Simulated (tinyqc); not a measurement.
Inside a calculation: eight-band Kane k.p model. Values are carried at full precision from step to step, so a last printed digit may differ when a step is redone from the rounded ones.

Constants: hbar^2/2m0 = 3.80998211 eV angstrom^2.

Values chosen for the exercise (near those of InAs; shifted at random, so the results belong to these values and not to a real crystal): Eg = 0.414 eV (gap at Gamma to the s-like level); Dso = 0.392 eV (spin-orbit splitting); Ep = 21.7 eV (Kane energy); me = 0.0262 m0 (electron mass at Gamma); g1 = 20.03 (Luttinger gamma1); g2 = 8.51 (gamma2); g3 = 9.18 (gamma3); k = (0.014, 0.025, 0.009) 1/angstrom (wave vector); kmax = 0.08 1/angstrom (end of the path).

## Derived values

P = sqrt(Ep c); A = 1/me - Ep (Eg + 2 Dso/3)/(Eg (Eg + Dso)) keeps the electron mass; g1' = g1 - Ep/(3 Eg), g2' = g2 - Ep/(6 Eg), g3' = g3 - Ep/(6 Eg) remove the coupling to S that the Luttinger values already hold; L = -c (g1' + 4 g2'), M = -c (g1' - 2 g2'), N = -6 c g3'. c = hbar^2/2m0.

P = 9.0927 eV angstrom
A = -5.7501

g1', g2', g3': 2.5582  -0.2259  0.4441

L, M, N (eV angstrom^2): -6.3038  -11.4680  -10.1519

The coupling to the valence bands supplies 43.92, against 1/me = 38.17; A makes up the difference. The diagonal term in A bends towards the gap, so the set should be tested for spurious states at large k.

## The Hamiltonian at one k

Eight-band Kane model, basis S, X, Y, Z times spin, zero of energy at the top of the unstrained valence band, c = hbar^2/2m0. Within each spin: H_SS = Eg + A c k^2, H_SX = i P kx (likewise Y, Z), H_XX = -Dso/3 + L kx^2 + M (ky^2 + kz^2), H_XY = N kx ky, and cyclic. Spin-orbit term (Dso/3) L.sigma on X, Y, Z with (L_k)_ij = -i epsilon_kij: <X+|H|Y+> = -i Dso/3, <X+|H|Z-> = Dso/3, <Y+|H|Z-> = -i Dso/3, <Z+|H|X-> = -Dso/3, <Z+|H|Y-> = i Dso/3, <X-|H|Y-> = i Dso/3, and their conjugates; + and - are the spin along z. Terms from inversion asymmetry are left out, so every level is twofold.

Fill in the matrix.

H(k) (eV):
```
          S+               X+               Y+        Z+        S-               X-
S+    0.3942          0.1273i          0.2273i   0.0818i         0                0
X+  -0.1273i          -0.1400  -0.0036-0.1307i   -0.0013         0                0
Y+  -0.2273i  -0.0036+0.1307i          -0.1378   -0.0023         0                0
Z+  -0.0818i          -0.0013          -0.0023   -0.1406         0          -0.1307
S-         0                0                0         0    0.3942          0.1273i
X-         0                0                0   -0.1307  -0.1273i          -0.1400
Y-         0                0                0  -0.1307i  -0.2273i  -0.0036-0.1307i
Z-         0           0.1307          0.1307i         0  -0.0818i          -0.0013

                 Y-        Z-
S+                0         0
X+                0    0.1307
Y+                0  -0.1307i
Z+          0.1307i         0
S-          0.2273i   0.0818i
X-  -0.0036+0.1307i   -0.0013
Y-          -0.1378   -0.0023
Z-          -0.0023   -0.1406
```

## Levels and orbital character

Diagonalise H; the levels come in pairs. The weights are summed over spin and averaged over each pair.

levels, each twofold (eV): -0.4362  -0.0964  -0.0071  0.5155

weights:
```
   pair 1  pair 2  pair 3  pair 4
S   0.047   0.126   0.000   0.828
X   0.301   0.270   0.391   0.039
Y   0.373   0.347   0.165   0.115
Z   0.280   0.257   0.444   0.018
```

The conduction pair has 17.2 % valence character at this k; the valence pair with most S character is pair 2 (12.6 %).

## Bands along [100] and [111]

The same diagonalisation at six points |k| = 0, kmax/5, ..., kmax along each direction.

Levels (eV):
```
direction  |k| (1/angstrom)   pair 1   pair 2   pair 3  pair 4
[100]                 0.000  -0.3920   0.0000   0.0000  0.4140
[100]                 0.016  -0.4035  -0.0328  -0.0029  0.4481
[100]                 0.032  -0.4415  -0.1048  -0.0117  0.5276
[100]                 0.048  -0.5136  -0.1797  -0.0264  0.6239
[100]                 0.064  -0.6227  -0.2417  -0.0470  0.7239
[100]                 0.080  -0.7619  -0.2927  -0.0734  0.8226
[111]                 0.000  -0.3920   0.0000   0.0000  0.4140
[111]                 0.016  -0.4037  -0.0338  -0.0016  0.4480
[111]                 0.032  -0.4434  -0.1063  -0.0065  0.5259
[111]                 0.048  -0.5224  -0.1768  -0.0147  0.6180
[111]                 0.064  -0.6439  -0.2287  -0.0261  0.7112
[111]                 0.080  -0.7986  -0.2661  -0.0407  0.8001
```

At kmax the conduction band lies 22.6 meV and the top valence band 32.7 meV apart between the two directions. k.p holds near Gamma; the zone edge lies near 1 1/angstrom.

## Masses at Gamma

m*/m0 = c h^2/(E(h) - E(0)) with |k| = h = 0.0001 1/angstrom; negative values are hole-like.

Masses (m0):
```
direction  pair 1  pair 2  pair 3  pair 4
[100]      -0.087  -0.027  -0.332   0.026
[111]      -0.087  -0.026  -0.599   0.026
```

Without strain the limits are known: me for pair 4, -1/(g1 -/+ 2 g2) for the heavy and light holes along [100], -1/(g1 -/+ 2 g3) along [111], and -1/(g1 - Ep Dso/(3 Eg (Eg + Dso))) = -0.087 for the split-off band.

## Checks

- Electron mass of the unstrained model by finite differences against the input me: both 0.02620.
- Heavy-hole mass along [100] against 1/(g1 - 2 g2): both 0.3322.
- Light-hole mass along [100] against 1/(g1 + 2 g2): both 0.02699.

Run: tinyqc, `OMP_NUM_THREADS=1 python tinyqc.py 1080893 1080894 out.jsonl`; Intel(R) Xeon(R) Processor @ 2.30GHz, one thread, shared host; about 0.01 s of CPU time with all checks.
